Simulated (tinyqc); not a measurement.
# Worked calculation: chip with leakage that grows with temperature, electro-thermal loop and runaway

Computed by the program tinyqc: `OMP_NUM_THREADS=1 python tinyqc.py 2520041 2520042 out.jsonl`, one thread of a shared Intel Xeon 2.30GHz, about 0.01 s for the whole run. Printed values are rounded.

One temperature T for the device, T = T0 + Rth P(T), with P(T) = Pd + Pl (T/300 K)^2 exp[(q Ea/kB)(1/(300 K) - 1/T)]. The loop gain is Rth dP/dT; a solution is thermally stable when it is below one.

Parameters, values chosen for the exercise:

| symbol | value | unit | meaning |
|---|---|---|---|
| T0 | 300 | K | ambient temperature |
| Pd | 1.9 | W | temperature-independent switching power |
| Pl | 0.0597 | W | leakage power at 300 K |
| Ea | 0.69 | eV | activation energy of the leakage |
| Rth | 5.9 | K/W | thermal resistance |

Constants: q = 1.602176634e-19 C, kB = 1.380649e-23 J/K. Results are converted to the units shown.

## Iteration 1: temperature by Newton steps

T at the start = 300 K

P(T) = Pd + Pl (T/300 K)^2 exp[(q Ea/kB)(1/(300 K) - 1/T)]; P'(T) = (P - Pd)(2/T + q Ea/(kB T^2)); G = Rth P'; T(new) = T + (T0 + Rth P - T)/(1 - G).

P = 1.959700 W
G = 0.03368539
T after iteration 1 = 311.9653 K

## Iteration 2: temperature by Newton steps

As before.

P = 2.079693 W
G = 0.09402290
T after iteration 2 = 312.3018 K

## Course of the iteration: temperature by Newton steps

Stop when T changes by less than 1e-6 K, or after 200 iterations.

Course of the iteration:

| iteration | T (K) | \|change\| (K) |
|---|---|---|
| 1 | 311.9653 | 12.0 |
| 2 | 312.3018 | 0.337 |
| 3 | 312.3023 | 4.91e-4 |
| 4 | 312.3023 | 1.06e-9 |

Converged in 4 iterations. At the end the number of correct digits about doubles with each step.

## Loop gain and effective thermal resistance

converged T = 312.3023 K

P(T) = Pd + Pl (T/300 K)^2 exp[(q Ea/kB)(1/(300 K) - 1/T)]; P'(T) = (P - Pd)(2/T + q Ea/(kB T^2)); G = Rth P'. A small change of T0 changes T by 1/(1 - G) times as much.

P = 2.085139 W
G = 0.09667123
dT/dT0 = 1.107017

The feedback is positive: heating raises the power. A second, unstable solution lies at 362.5 K; above it the temperature runs away.
